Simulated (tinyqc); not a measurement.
Comparisons within one model: six-band Luttinger-Kohn model with strain. A value that a table varies takes the place of the one given here.

Six-band Luttinger-Kohn model in the basis |3/2,3/2>, |3/2,1/2>, |3/2,-1/2>, |3/2,-3/2>, |1/2,1/2>, |1/2,-1/2>, electron energies, zero at the top of the unstrained valence band. H = -[rows: (P+Q, -S, R, 0, -S/r2, r2 R); (-S*, P-Q, 0, R, -r2 Q, r32 S); (R*, 0, P-Q, S, r32 S*, r2 Q); (0, R*, S*, P+Q, -r2 R*, -S*/r2); (-S*/r2, -r2 Q, r32 S, -r2 R, P+Dso, 0); (r2 R*, r32 S*, r2 Q, -S/r2, 0, P+Dso)], r2 = sqrt(2), r32 = sqrt(3/2). Levels are twofold.

P = c g1 k^2 - av tr(e); Q = c g2 (kx^2 + ky^2 - 2 kz^2) - (b/2)(exx + eyy - 2 ezz); R = c sqrt3 [-g2 (kx^2 - ky^2) + 2i g3 kx ky] + (sqrt3/2) b (exx - eyy) - i d exy; S = 2 c sqrt3 g3 (kx - i ky) kz - d (exz - i eyz); c = hbar^2/2m0, e the strain tensor (not engineering shear).

s11 = (C11 + C12)/((C11 - C12)(C11 + 2 C12)), s12 = -C12/((C11 - C12)(C11 + 2 C12)), s44 = 1/C44; exx = s11 sxx + s12 (syy + szz) and cyclic, exy = s44 sxy/2; tension is positive. A uniaxial stress X along the unit vector n is s_ij = X n_i n_j.

Constants: hbar^2/2m0 = 3.80998211 eV angstrom^2; kB = 8.617333262e-05 eV/K.

Inputs chosen for the exercise (near those of AlAs; not measured data):
- Dso = 0.278 eV (spin-orbit splitting)
- g1 = 3.75 (Luttinger gamma1)
- g2 = 0.82 (gamma2)
- g3 = 1.42 (gamma3)
- av = 2.48 eV (valence hydrostatic potential)
- b = -2.3 eV (tetragonal shear potential)
- d = -3.43 eV (trigonal shear potential)
- C11 = 124.7 GPa
- C12 = 53.6 GPa
- C44 = 54.4 GPa
- load = uniaxial [001] (kind of stress)
- X1 = 1.1 GPa (size of the stress)
- T = 300 K (temperature)
- E_h = 40 meV (hole energy below the top)
- X = -0.71 GPa (stress)

## Sweep of a uniaxial [001] stress

Edges at k = 0 and curvature masses of the top pair along [110] and [001] (step 0.0002 1/angstrom); at zero stress the top is fourfold and has no single curvature.

Edges and masses:
```
X (GPa)  top (eV)  second (eV)  third (eV)  splitting (meV)  m [110]  m [001]
-1.50      0.0463      -0.0646     -0.3079            110.9    0.398    0.161
-1.00      0.0283      -0.0430     -0.2953             71.3    0.382    0.166
-0.50      0.0126      -0.0215     -0.2851             34.1    0.363    0.174
0.00       0.0000       0.0000     -0.2780              0.0        -        -
0.50       0.0215      -0.0088     -0.2746             30.4    0.219    0.474
1.00       0.0430      -0.0134     -0.2755             56.5    0.219    0.474
1.50       0.0646      -0.0135     -0.2809             78.1    0.219    0.474
```

The splitting reaches 110.9 meV under compression and 78.1 meV under the same tension; linear shear terms alone would make the two equal, and the difference comes from the coupling to the split-off band. At the ends of the sweep the top pair has a mass along [110] of 0.398 under compression and 0.219 under tension, so tension gives the lighter holes along [110]; along [001] it has 0.161 and 0.474. The top edge itself moves by +46 and +65 meV.

## Which stress helps holes along [110]

Each load has size X1 (biaxial: sxx = syy); masses are curvatures of the top pair at k = 0.

Results:
```
load                         splitting (meV)  top edge (meV)  m [110]  m [001]
uniaxial [110], compression             52.4            16.5    0.146    0.407
uniaxial [110], tension                 46.4            37.3    0.648    0.192
uniaxial [100], compression             79.0            31.7    0.231    0.385
uniaxial [100], tension                 61.1            47.3    0.299    0.219
uniaxial [111], compression             42.7            10.9    0.181    0.267
uniaxial [111], tension                 37.0            31.8    0.429    0.267
biaxial (001), compression              61.1            12.1    0.219    0.474
biaxial (001), tension                  79.0            67.0    0.385    0.165
```

The lightest mass along [110] (0.146) comes with uniaxial [110], compression. The largest splitting (79.0 meV) comes with uniaxial [100], compression; biaxial (001), tension. The heaviest mass along [001] (0.474), which lowers the confinement energy in a (001) channel, comes with biaxial (001), compression. The splitting per GPa follows b (s11 - s12) for loads along cube axes and d s44 for [111]: here 2 |b| (s11 - s12) = 64.7 and |d| s44/sqrt3 = 36.4 meV per GPa in the limit of large Dso; where the splitting nears Dso, mixing with the split-off band makes it depend on the sign of the load.

## Thermally averaged conductivity mass under uniaxial [001] stress

Non-degenerate holes: weights exp(E/kT) on a 16 x 16 x 16 grid of midpoints in the cube |k_i| < 0.2 1/angstrom; 1/m_c = <(dE/dk_u)^2>/(hbar^2 kT) along [110], over all six bands. With an unchanged scattering time the mobility goes as 1/m_c.

Averages:
```
X (GPa)  share of the top pair  m_c (m0)  gain m_c(0)/m_c
-1.50                    0.993     0.572            0.996
-0.50                    0.944     0.591            0.963
0.00                     0.914     0.569            1.000
0.50                     0.940     0.566            1.005
1.50                     0.982     0.484            1.175
```

The largest gain from mass alone is 1.18 at X = 1.50 GPa, where the top pair holds 98 % of the holes (91 % without stress); the opposite end of the sweep gives 1.00; the grid is good to about 0.02 in these ratios. The average reaches energies of a few kT, beyond the range of the edge curvature, and changes of scattering are left out.

## Warping of the constant-energy contours (six-band Luttinger-Kohn model)

No strain (e = 0). In the plane kz = 0, |k| where the top and second pairs lie E_h below the top, against the angle from [100]; m = c k^2/E_h.

Contours:
```
angle (degrees)  k top (1/angstrom)  k second (1/angstrom)  m top (m0)  m second (m0)
0                            0.0705                 0.0448       0.474          0.191
9                            0.0725                 0.0444       0.501          0.188
18                           0.0783                 0.0435       0.584          0.180
27                           0.0872                 0.0426       0.725          0.173
36                           0.0974                 0.0419       0.904          0.167
45                           0.1027                 0.0417       1.004          0.166
```

The heavy contour reaches 1.456 times as far along [110] as along [100], the light one 0.931 times. The warping follows g3 - g2 = 0.60 and would vanish for g2 = g3. Along [100] the heavy mass is 1/(g1 - 2 g2) = 0.474 at any energy, while the light one is 0.1910, against 1/(g1 + 2 g2) = 0.1855 at the edge, for E_h/Dso = 0.14.

## What each parameter does

Edges at k = 0 under a uniaxial [001] stress X and the curvature mass of the top pair along [110] (step 0.0002 1/angstrom). Each row changes one parameter from the base and keeps the others.

Results:
```
case              top (eV)  second (eV)  third (eV)  mass (m0)
base                0.0188      -0.0306     -0.2891      0.371
b = -1.84 eV        0.0130      -0.0260     -0.2879      0.366
d = -4.116 eV       0.0188      -0.0306     -0.2891      0.371
Dso = 0.222 eV      0.0196      -0.0306     -0.2338      0.378
g3 = 1.704          0.0188      -0.0306     -0.2891      0.371
g2 = 0.984          0.0188      -0.0306     -0.2891      0.403
av = 2.976 eV       0.0173      -0.0321     -0.2906      0.371
C11 = 149.64 GPa    0.0121      -0.0239     -0.2868      0.364
```

The largest shifts from the base row, up to three for each result and ties (the steps differ in size, so this ranks the rows, not the parameters). top (eV): C11 -0.0067, b -0.0058, av -0.0015; unchanged at the printed digits by d, g3 and g2. second (eV): C11 +0.0067, b +0.0046, av -0.0015; unchanged at the printed digits by d, Dso, g3 and g2. third (eV): Dso +0.0552, C11 +0.0023, av -0.0015; unchanged at the printed digits by d, g3 and g2. mass (m0): g2 +0.032, C11 -0.007, Dso +0.007; unchanged at the printed digits by d, g3 and av. The Luttinger parameters multiply k^2 and cannot move the edges; av shifts all edges alike and leaves the mass.

(tinyqc, `OMP_NUM_THREADS=1 python tinyqc.py 1051175 1051176 out.jsonl`, Intel(R) Xeon(R) Processor @ 2.30GHz, 1 thread, shared host, about 0.3 s.)
